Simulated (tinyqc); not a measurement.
## Length offset and series resistance from crossing lines

Problem. R_total = Rs + k (L - dL)/Vo with constant Rs, dL and k. Find k, dL and Rs.

R_total at (L, Vo) = (50, 0.34), (150, 0.34), (50, 0.96) and (150, 0.96), L in nm and Vo in V (ohm um): 377.55882  936.38235  217.67708  415.59375

Solution. At each overdrive R is a straight line in L with slope k/Vo; the two lines cross at L = dL, R = Rs.

k = 1.900 ohm um V/nm
dL = 5.700 nm
Rs = 130.0 ohm um

Numbers from tinyqc (`OMP_NUM_THREADS=1 python tinyqc.py 2282038 2282039 out.jsonl`; about 0.05 s on one thread of a shared Intel Xeon 2.30GHz).
